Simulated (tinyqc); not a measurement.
Three descriptions against temperature: one anharmonic mode: perturbation theory, self-consistent phonons and exact levels. Computed by tinyqc, a small Python program. Command: `OMP_NUM_THREADS=1 python tinyqc.py 3001715 3001716 out.jsonl scp walk`. One thread of a shared host (Intel(R) Xeon(R) Processor @ 2.30GHz), about 0.03 s of CPU time with the checks.

V(x) = k x^2/2 + b x^4 for one coordinate x of mass M. A constant K > 0 gives hbar Omega = sqrt((hbar^2/u) K/M) with K in eV/angstrom^2 and M in u.

Inputs (values chosen for the exercise, for a model mode): mode mass M = 47.2 u; harmonic constant k = 0.388 eV/angstrom^2; quartic constant b = 0.287 eV/angstrom^4.

Shape: single well.

Constants: hbar^2/u = 4.18015928e-03 eV angstrom^2; k_B = 8.617333262e-05 eV/K.

Method:
- Self-consistent phonon, centred at x = 0: K = k + 12 b <x^2>, <x^2> = (hbar Omega/(2K)) coth(hbar Omega/(2 k_B T)).
- Its free energy is F = k_B T ln[2 sinh(hbar Omega/(2 k_B T))] + (k - K)<x^2>/2 + 3 b <x^2>^2, an upper bound to the exact one.
- Basis: oscillator states n of the constant |k|, with x = s (a + a+), s^2 = hbar Omega/(2|k|); H = hbar Omega (n + 1/2) + (k - |k|) x^2/2 + b x^4, with exact matrix elements of x^2 and x^4.
- Exact values use 120 basis states: F = -k_B T ln sum exp(-E_n/(k_B T)), and <x^2> is the Boltzmann mean.
- The classical <x^2> is int x^2 exp(-V/(k_B T)) dx / int exp(-V/(k_B T)) dx (2001 points over six exact widths each way).

Results; columns: (1) T (K); (2) hbar Omega, self-consistent (meV); (3) <x^2>, self-consistent; (4) <x^2>, exact; (5) F, self-consistent (meV); (6) F, exact (meV); (7) <x^2>, classical:
```
(1)     (2)        (3)        (4)      (5)      (6)         (7)
3.4  6.0494  0.0073200  0.0073226   2.9786   2.9783  7.5015e-04
8.2  6.0494  0.0073227  0.0073253   2.9784   2.9782   0.0017929
17   6.0552  0.0075512  0.0075548   2.9548   2.9546   0.0036591
31   6.0898  0.0089290  0.0089398   2.6879   2.6872   0.0065197
54   6.1749   0.012350   0.012391   1.5217   1.5191    0.010975
95   6.3359   0.018953   0.019106  -2.2038  -2.2144    0.018325
160  6.5693   0.028828   0.029275  -10.807  -10.843    0.028837
270  6.9028   0.043562   0.044709  -29.820  -29.929    0.044469
```

What does the comparison show, and why?

The self-consistent quantum hardens from 6.05 to 6.90 meV, since a wider spread samples the steep quartic walls. Its <x^2> misses by 0.0 % at the lowest T and -2.6 % at the highest; the excess in F runs from 0.000 to 0.109 meV. The classical value is 0.10 of the exact one at the lowest T and 0.995 at the highest.

Extremes, crossings and ranges named in words are read from the listed rows.
